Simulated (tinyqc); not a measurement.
# From peak temperature T_p back to trap depth E_t

Model: deep-level transient spectroscopy (DLTS) of one majority-carrier trap. Computed by tinyqc, a small Python program. Command: `OMP_NUM_THREADS=1 python tinyqc.py 3011953 3011954 out.jsonl dlts inv`. One thread of a shared host (Intel(R) Xeon(R) Processor @ 2.30GHz), about 0.1 s of CPU time with the checks.

A filling pulse loads the traps in a one-sided junction; under reverse bias they empty at the rate e, and the capacitance relaxes as C(t) = C_0 - dC exp(-e t). The signal is S = [C(t_2) - C(t_1)]/dC.

Inputs (values chosen for the exercise, with mass and screening modelled on germanium):
```
quantity                    value  unit
density-of-states mass m    0.228   m_0
valleys M                       4     -
cross-section sigma_0     7.1e-15  cm^2
degeneracy ratio g              1     -
gate time t_1              0.0002     s
ratio t_2/t_1                 2.5     -
temperature T                 156     K
```

Carriers: electrons. Extra term: none.

Constants: k_B = 8.617333262e-05 eV/K; k_B = 1.380649e-23 J/K; m_0 = 9.1093837015e-31 kg; h = 6.62607015e-34 J s.

Method:
- e = g sigma v N_b exp(-E/k_B T), v = sqrt(3 k_B T/m), N_b = 2 M (2 pi m k_B T/h^2)^(3/2), sigma = sigma_0, E = E_t.
- S(e) = exp(-e t_1) - exp(-e t_2) peaks at the rate window e_0 = ln(t_2/t_1)/(t_2 - t_1).
- T_p solves e(T) = e_0 (bisection between 15 and 1500 K); the half-height points solve S = S_max/2 on either side.

Task: A run gave the result below. Find the trap depth E_t, known to lie between 0.21 and 0.45 eV.

peak temperature T_p = 178.5702 K

Result:

Each step takes the trial c = (a f_b - b f_a)/(f_b - f_a), f being the result less the target and a, b, c the logarithms of the listed values; c replaces end b, the old b replaces a if the sign of f changed, and otherwise f_a is halved.

Scan of the range:
```
trap depth E_t (eV)  peak temperature T_p (K)
0.210                                 131.079
0.238                                 146.771
0.271                                 165.061
0.307                                 184.797
0.349                                 207.576
0.396                                 232.794
0.450                                 261.462
```

False position (Illinois rule, in the logarithm of the input) inside the bracket:
```
step     end a     end b     trial  peak temperature T_p (K)
1     0.271000  0.307000  0.295153                   178.325
2     0.307000  0.295153  0.295592                   178.566
3     0.307000  0.295592  0.295608                   178.574
4     0.295592  0.295608  0.295600                   178.570
```

Peak temperature T_p rises at every point of a 13-point scan of the range (every second point is shown), so one value fits; it is bracketed by 0.271 and 0.307. Answer: trap depth E_t = 0.2956 eV.
